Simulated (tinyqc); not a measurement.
Interface roughness in a thin film (subband fluctuation and scattering): sweeps and comparisons. A value that a table varies takes the place of the one given here.

Square well of width t, barriers V0, c = hbar^2/2m0: E1 solves k t + 2 atan[(k/mz)/(kappa/mb)] = pi, k = sqrt(mz E/c), kappa = sqrt(mb (V0 - E)/c). One interface is rough, so the subband edge fluctuates by G dt with G = |dE1/dt| (central difference of 0.01 angstrom; 2 E1/t for hard walls).

Gaussian roughness spectrum S(q) = pi D^2 Lc^2 exp(-q^2 Lc^2/4). Degenerate gas, taken to fill one subband (the second starts to fill once c kF^2/md exceeds E2 - E1, which is not tested here): kF = sqrt(2 pi Ns/gv), q = 2 kF sin(theta/2), 1/tau = (md/(2 pi c hbar)) G^2 times the integral from 0 to pi of S(q)(1 - cos theta)/eps(q)^2 dtheta, eps(q) = 1 + qs/q with screening (qs = gv md q0/(c eps), q0 = e^2/(4 pi eps0), form factors left out, which overstates the screening; other scattering is left out too, so these values lie far above measured mobilities in all but the thinnest films) or 1 without; mobility = tau c2/md with c2 = e/m0 = 1.75882e15 cm^2/(V s^2); 1e12/cm^2 = 1e-4/angstrom^2.

Constants: hbar^2/2m0 = 3.80998211 eV angstrom^2; hbar = 6.58211957e-16 eV s; e^2/(4 pi eps0) = 14.39964547 eV angstrom.

Parameters, chosen for this exercise (near those of a thin Ge channel on (111), one valley; the results hold for these values, not for the real material):
```
symbol  value                        unit         meaning
mz      1.591                        m0           confinement mass
V0      2.31                         eV           barrier
mb      0.28                         m0           barrier mass
md      0.083                        m0           mass in the plane
gv      1                                         valleys
D       1                            angstrom     rms height of the roughness
Lc      22                           angstrom     correlation length
Ns      1.6                          x 1e12/cm^2  sheet density
eps     12.5                                      mean dielectric constant at the channel
ts      (9, 11, 14, 16, 20, 26, 34)  angstrom     thicknesses
t       16                           angstrom     film thickness
Ll      (4, 8, 14, 22, 35, 55, 90)   angstrom     correlation lengths
```

## The sixth-power law

Screened mobility against thickness for the finite barrier and for hard walls.

Results:
```
t (angstrom)  E1 (meV)  G (meV/angstrom)  mobility (cm^2/(V s))  the same, hard walls
9                241.3            48.322               1.15e+03                   638
11               167.4            28.029               3.42e+03              2.13e+03
14               106.9            14.334               1.31e+04              9.04e+03
16                83.1             9.832               2.78e+04              2.02e+04
20                54.3             5.201               9.92e+04              7.69e+04
26                32.8             2.438               4.51e+05              3.71e+05
34                19.5             1.116               2.16e+06              1.86e+06
```

With hard walls G goes as 1/t^3 and the mobility as t^6. With the finite barrier the local exponent is 5.43 at the thin end and 5.83 at the thick end, since the envelope leaks out and softens the dependence. The least value is 1.15e+03 cm^2/(V s). The gate field, which also presses carriers to the interface, is left out. Below about 20 angstrom the effective-mass picture is itself doubtful. Up to t = 11 angstrom G D exceeds half of EF - E1, where the Born rate fails.

## Correlation length

Fixed D; bare and screened mobility.

Results:
```
Lc (angstrom)  kF Lc  bare mobility (cm^2/(V s))  screened mobility (cm^2/(V s))
4               0.13                    2.67e+05                        5.83e+05
8               0.25                    6.91e+04                        1.51e+05
14              0.44                    2.49e+04                        5.48e+04
22              0.70                    1.25e+04                        2.78e+04
35              1.11                    8.23e+03                        1.91e+04
55              1.74                    9.59e+03                        2.52e+04
90              2.85                    1.90e+04                        7.55e+04
```

The bare mobility is lowest at Lc = 35 angstrom of those listed (kF Lc = 1.11). The screened mobility is lowest at Lc = 35 angstrom of those listed (kF Lc = 1.11). Short roughness averages out (mobility as 1/Lc^2; the first two rows give exponent -1.95), and long roughness deflects only by small angles (bare mobility rising as Lc; the last two rows give 1.39).

## What each parameter does

G, G D, and the screened mobility. Each row changes one parameter from the base and keeps the others.

Results:
```
case                   G (meV/angstrom)  G D (meV)  mobility (cm^2/(V s))
base                              9.832       9.83              2.776e+04
t = 22 angstrom                   3.953       3.95              1.717e+05
D = 1.3 angstrom                  9.832      12.78              1.643e+04
Lc = 30 angstrom                  9.832       9.83              2.044e+04
Ns = 2.56 x 1e12/cm^2             9.832       9.83              3.004e+04
mz = 1.83 m0                      8.728       8.73              3.523e+04
md = 0.095 m0                     9.832       9.83              2.320e+04
V0 = 1.62 eV                      9.521       9.52              2.961e+04
eps = 15                          9.832       9.83              2.486e+04
```

The largest shifts from the base row, up to three for each result and ties (the steps differ in size, so this ranks the rows, not the parameters). G (meV/angstrom): t -5.879, mz -1.104, V0 -0.311; unchanged at the printed digits by D, Lc, Ns, md and eps. G D (meV): t -5.88, D +2.95, mz -1.10; unchanged at the printed digits by Lc, Ns, md and eps. mobility (cm^2/(V s)): t +1.44e+05, D -1.13e+04, mz +7.47e+03. In the base case G D is 0.21 times EF - E1 = 46.1 meV.

Computed by tinyqc, a small Python program: `OMP_NUM_THREADS=1 python tinyqc.py 1250883 1250884 out.jsonl` (the numbers bound the seed that draws the inputs); one thread of a shared host (Intel(R) Xeon(R) Processor @ 2.30GHz), about 0.01 s for the whole set of steps.
